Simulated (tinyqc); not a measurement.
Random telegraph noise from one oxide trap in a small MOSFET: one step of the calculation.

An acceptor-like trap exchanges electrons with the channel. Inversion charge Q = Cox u, u = n Vt W0(exp((Vg - VT)/(n Vt))), W0 the Lambert function, n = nf, Cox = eps0 eox/tox; linear regime Id = (W/L) mu Q Vd. Relative to threshold the surface potential rises by Vt ln(u/u0) and the oxide voltage by the rest of Vg - VT, with u0 = n Vt W0(1).

Question. Trap level, time constants and occupancy. N = Cox u/q; dpsi = Vt ln(u/u0); E = E0 - dpsi - (xt/tox)(Vg - VT - dpsi); capture time tc = 1/[(N/zi) vth s0 exp(-xt/lt - EB/Vt)]; emission time te = tc exp(-E/Vt); occupancy te/(tc + te).

Values chosen for this exercise; values of the order met in silicon transistors: temperature T = 200 K; relative permittivity of the gate insulator (close to silicon dioxide) eox = 3.9; insulator thickness tox = 3 nm; depth of the trap from the channel interface xt = 1.1 nm; trap level above the channel Fermi level at threshold E0 = 0.21 eV; capture prefactor s0 = 9e-15 cm^2; capture barrier (lattice relaxation) EB = 0.3 eV; tunnelling decay length lt = 0.16 nm; thermal velocity vth = 1.2e7 cm/s; thickness of the inversion layer zi = 2.1 nm; threshold voltage VT = 0.26 V; body factor nf = 1.12; gate voltage Vg = 0.78 V.

Constants: q = 1.602176634e-19 C, kB = 1.380649e-23 J/K, Vt = kB T/q, eps0 = 8.8541878128e-14 F/cm where lengths are in cm. Results are converted to the units shown.

Wanted: u; N; dpsi; E; tc; te; occupancy.

Answer.

u = 0.4588 V
N = 3.296e12 cm^-2
dpsi = 0.06438 V
E = -0.02144 eV
tc = 0.02071 s
te = 0.07186 s
occupancy = 0.7763

The trap lies 1.2 Vt below the Fermi level, so it is filled most of the time.

Range of the model: VT is taken as given; short-channel effects and the uneven flow of current among few electrons are left out.

Numbers from tinyqc (`OMP_NUM_THREADS=1 python tinyqc.py 2710079 2710080 out.jsonl`; about 0.01 s on one thread of a shared Intel Xeon 2.30GHz).
